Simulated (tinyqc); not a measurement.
From results back to parameters: k.p values derived from sp3s* tight binding at Gamma. Four cases, with inputs chosen for the exercise.

Problem. The electron mass obeys m0/m = A + Ep/EG, where A gathers the direct term and the higher bands, and Ep = P^2/c with c = hbar^2/2m0, P = (a/4)(sa pc Vsapc + sc pa Vscpa). The mass comes from a hidden Vscpa (s cation, p anion); sa, sc are the anion and cation parts of S+, the upper s level at Gamma, and pa, pc those of P-, the lower p level (P+ is the upper one).

Constants: hbar^2/2m0 = 3.80998211 eV angstrom^2.

Find: Ep; Vscpa.

Method. Ep = (m0/m - A) EG gives |P|; both terms of P have the sign of sc pa, and the linear relation gives Vscpa. A is held fixed, though its part from P+ also depends on Vscpa.

Case 1.

Values chosen (out of a larger set: near a published set for GaSb, fitted to gaps, whose masses and valley positions are rough; not measured data): a = 6.095 angstrom (lattice constant); Vsapc = 4.994 eV (s anion, p cation).

m = 0.0617399 m0
A = -1.94958
EG = 0.743263 eV

sa, sc, pa, pc: 0.603262  -0.797543  0.878748  -0.477286

Solution.

Ep = 13.49 eV
Vscpa = 4.66 eV

Case 2.

Values chosen (out of a larger set: near a published set for InAs, fitted to gaps, whose masses and valley positions are rough; not measured data): a = 6.064 angstrom (lattice constant); Vsapc = 3.034 eV (s anion, p cation).

m = 0.0318167 m0
A = -1.53633
EG = 0.440476 eV

sa, sc, pa, pc: 0.491700  -0.870765  0.896667  -0.442705

Solution.

Ep = 14.52 eV
Vscpa = 5.44 eV

Case 3.

Values chosen (out of a larger set: near a published set for SiC, fitted to gaps, whose masses and valley positions are rough; not measured data): a = 4.359 angstrom (lattice constant); Vsapc = 9.424 eV (s anion, p cation).

m = 0.5649074 m0
A = -2.64995
EG = 5.942803 eV

sa, sc, pa, pc: 0.655743  -0.754984  0.819313  -0.573346

Solution.

Ep = 26.27 eV
Vscpa = 9.11 eV

Case 4.

Values chosen (out of a larger set: near a published set for GaAs, fitted to gaps, whose masses and valley positions are rough; not measured data): a = 5.652 angstrom (lattice constant); Vsapc = 4.457 eV (s anion, p cation).

m = 0.1229248 m0
A = -1.55492
EG = 1.584514 eV

sa, sc, pa, pc: 0.548784  -0.835964  0.882022  -0.471209

Solution.

Ep = 15.35 eV
Vscpa = 5.78 eV

Computed by tinyqc, one run a case: `OMP_NUM_THREADS=1 python tinyqc.py N N+1 out.jsonl` with N = 1480665, 1480721, 1480761, 1480787; one thread of a shared Intel(R) Xeon(R) Processor @ 2.30GHz, about 0.01 s a run at most.
